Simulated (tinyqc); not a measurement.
Incorporation against temperature: precursor delivery by bubblers, mass-transport growth and the solid composition of a III-V alloy. Computed by tinyqc, a small Python program. Command: `OMP_NUM_THREADS=1 python tinyqc.py 3028061 3028062 out.jsonl movpe_thermo walk`. One thread of a shared host (Intel(R) Xeon(R) Processor @ 2.30GHz), about 0.01 s of CPU time with the checks.

1 sccm = 44.615 micromol/min; 1 torr = 133.322 Pa. The sources decompose fully at the surface.

Inputs (values chosen for the exercise, modelled on trimethylgallium (source 1) and trimethylindium (source 2) for the vapour pressures):
```
quantity,value,unit
bath temperature T1,260,K
bath temperature T2,302,K
bubbler pressure p_b,1400,torr
carrier flow F1,15,sccm
carrier flow F2,300,sccm
total flow F_t,4.2,slm
group-V flow F_V,62,sccm
reactor pressure p,76,torr
growth temperature T,990,K
diffusivity at 273 K and 760 torr,0.37,cm^2/s
flow cross-section A,41,cm^2
distance from the leading edge z,14,cm
lattice constant a,5.53,angstrom
interaction L0 of the solid,17.9,kJ/mol
"log10 of p_B,eq over pure BC at 1000 K and 1 torr of group V (exaggerated: liquid indium has about -4.1)",-3.1,log10 torr
enthalpy of that equilibrium H,287,kJ/mol
```

Alloy: mixing on the group-III sites, with desorption of B.

constants a, b of source 1 (log10 torr, K): [8.054, 1703]

constants a, b of source 2 (log10 torr, K): [10.48, 3014]

Constants: k_B = 1.380649e-23 J/K; R = 8.314462618 J/(mol K).

Method:
- log10 p_v = a - b/T_bath; molar flow = F x 44.615 x p_v/(p_b - p_v) for a saturated bubbler.
- p_i = p n_i/(44615 F_t), F_t in slm; p_V = p F_V/(1000 F_t), counted per molecule supplied; V/III = 44.615 F_V/(n1 + n2); vapour fraction of source 2 = n2/(n1 + n2).
- Mean velocity u = (F_t/A)(760/p)(T/273); D = D0 (T/273)^1.75 (760/p); boundary layer delta = sqrt(pi D z/u); flux = D dp/(delta k_B T); growth rate = flux x a^3/4.
- A sticks fully. B desorbs: its surface pressure is p_B* = x gamma_B K/sqrt(p_V), ln gamma_B = L0 (1 - x)^2/(R T), K = 10^(log10 K at 1000 K) exp[-(H/R)(1/T - 1/1000)], p_V in torr. With equal diffusivities x = (p_2 - p_B*)/(p_1 + p_2 - p_B*). Growth rate = rate per torr x p_1/(1 - x).

p_2 = 0.0122859 torr

K/sqrt(p_V) = 5.29173e-04 torr

p_V = 1.12190 torr

vapour fraction of source 2 = 0.659896

p_1 = 0.00633202 torr

At fixed flows:
```
T (K),K/sqrt(p_V) (torr),x,"share of B incorporated, 1 - p_B*/p_2"
920,3.7278e-05,0.65931,9.9738e-01
969,2.4856e-04,0.65598,9.8274e-01
1015,1.2490e-03,0.63952,9.1435e-01
1048,3.6445e-03,0.59360,7.5279e-01
1088,1.2233e-02,0.29432,2.1496e-01
1127,3.6673e-02,0.05989,3.2832e-02
1173,1.2189e-01,0.01695,8.8884e-03
1241,6.1130e-01,0.00358,1.8536e-03
```

x equals the vapour fraction 0.660 while gamma_B K/sqrt(p_V) is small against p_1 + p_2 = 0.019 torr and falls once it is not. Between the last rows the apparent energy R d ln x/d(1/T) is 277 kJ/mol, against H = 287. Caution: the boundary layer is a quarter or more of the root of the cross-section, so it fills much of the channel and depletion along the flow matters. Caution: rows with 2 L0 x (1 - x) > R T lie inside the spinodal of the bulk alloy.

Extremes, crossings and ranges named in words are read from the listed rows.
